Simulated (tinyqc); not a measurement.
Strain-driven crossing of the Gamma and L valleys in a germanium-like crystal alloyed with tin, step by step. Values are carried at full precision from step to step, so a last printed digit may differ when a step is redone from the rounded ones.

With tin the unstrained gaps become E(y) = (1 - y) E + y EgS - CS y (1 - y); all other values are kept.
Constants: kB = 8.617333262e-05 eV/K; hc = 1239.841984 eV nm.

Values chosen for the exercise (near those of Ge, gaps at low temperature; shifted at random, so the results belong to these values and not to a real crystal):
```
symbol  value            unit  meaning
Eg      0.914            eV    gap at Gamma to the s-like level
EgL     0.734            eV    gap to L
EgS     (-0.382, 0.136)  eV    Gamma and L gaps of the tin end
CS      (2.81, 1.02)     eV    bowing of the Gamma and L gaps
y       0.056                  tin fraction
C11     128.3            GPa
C12     47.8             GPa
C44     65.8             GPa
load    uniaxial [111]         kind of strain
e0      -0.0082                size of the strain
Dso     0.295            eV    spin-orbit splitting
ac      -8.25            eV    conduction deformation potential
av      1.24             eV    valence hydrostatic potential
b       -2.58            eV    tetragonal shear potential
d       -5.35            eV    trigonal shear potential
aL      -1.74            eV    hydrostatic potential of the L edge, Xd + Xu/3
XuL     16.76            eV    uniaxial potential, L
mG      0.0403           m0    mass at Gamma
mL      0.541            m0    density-of-states mass of the four L valleys together
T       200              K     temperature
```

## Gaps of the unstrained alloy

Give both gaps, their difference, and the y at which they cross (the root of a quadratic between 0 and 0.3).

Gamma and L gaps (eV): 0.6929  0.6466

Gamma - L = 0.0463 eV
crossing y = 0.0766

Without strain the alloy is indirect.

## The strain tensor for a uniaxial [111] load

Biaxial loads: e0 is the in-plane strain e_par and the normal is free. (001): e_perp = -2 (C12/C11) e_par; exx = eyy = e_par, ezz = e_perp, no shear. (111): e_perp = -(2 C11 + 4 C12 - 4 C44)/(C11 + 2 C12 + 4 C44) e_par; exx = eyy = ezz = (2 e_par + e_perp)/3 and exy = eyz = ezx = (e_perp - e_par)/3. (110): e_perp = -(C11 + 3 C12 - 2 C44)/(C11 + C12 + 2 C44) e_par; exx = eyy = (e_par + e_perp)/2, ezz = e_par, exy = (e_perp - e_par)/2, eyz = ezx = 0. Uniaxial loads: a stress along n, scaled so that n.e.n = e0, with exx = s11 sxx + s12 (syy + szz), exy = s44 sxy/2, s11 = (C11 + C12)/((C11 - C12)(C11 + 2 C12)), s12 = -C12/((C11 - C12)(C11 + 2 C12)), s44 = 1/C44.

Form the tensor and its trace.

strain tensor in the cubic axes:
```
           x          y          z
x  -0.001862  -0.003169  -0.003169
y  -0.003169  -0.001862  -0.003169
z  -0.003169  -0.003169  -0.001862
```

tr(e) = -0.005587

## Band edges

Edges from the unstrained valence top: Gamma at Eg + ac tr(e); an L valley with unit axis u at EgL + aL tr(e) + XuL (u.e.u - tr(e)/3), u along [111], [1-1-1], [-11-1], [-1-11]; valence edges are the levels of the 6 x 6 matrix of X, Y, Z times spin with -Dso/3 + l exx + m (eyy + ezz) on the diagonal (cyclic), n exy off it, l = av + 2 b, m = av - b, n = sqrt(3) d. Spin-orbit term (Dso/3) L.sigma on X, Y, Z with (L_k)_ij = -i epsilon_kij: <X+|H|Y+> = -i Dso/3, <X+|H|Z-> = Dso/3, <Y+|H|Z-> = -i Dso/3, <Z+|H|X-> = -Dso/3, <Z+|H|Y-> = i Dso/3, <X-|H|Y-> = i Dso/3, and their conjugates; + and - are the spin along z.

Give the edges and the direct and indirect gaps from the top valence edge.

Gamma edge = 0.7390 eV

L edges (eV): [111] 0.5501, [1-1-1] 0.6917, [-11-1] 0.6917, [-1-11] 0.6917

valence edges from the top (eV): 0.0277  -0.0363  -0.3072

direct and indirect gap (eV): 0.7113  0.5224

The gap is indirect: Gamma lies 189 meV above the lowest L valley. The top two valence edges are 64 meV apart.

## Electrons in the Gamma valley

Non-degenerate, parabolic: share = mG^(3/2)/(mG^(3/2) + (mL^(3/2)/4) sum_i exp(-(E_Li - E_Gamma)/kT)). Also the offset at which four equal L valleys hold half of the electrons, kT ln((mL/mG)^(3/2)), and the wavelength hc/E of the direct gap.

(mL/mG)^(3/2) = 49.19
share in Gamma = 0.000141 %
offset for an even split = 67.1 meV
wavelength = 1743 nm

With the L valleys as they lie here, Gamma must be 43 meV below the lowest of them to hold half of the electrons at 200 K; it lies 189 meV above. A direct gap alone is not enough.

## Checks

- Gamma and lowest L edge at e0 = 0.39185, where the linear shifts make them meet (eV): both -1.5099.

tinyqc: `OMP_NUM_THREADS=1 python tinyqc.py 1081021 1081022 out.jsonl`; about 0.01 s, one thread, shared Intel(R) Xeon(R) Processor @ 2.30GHz.
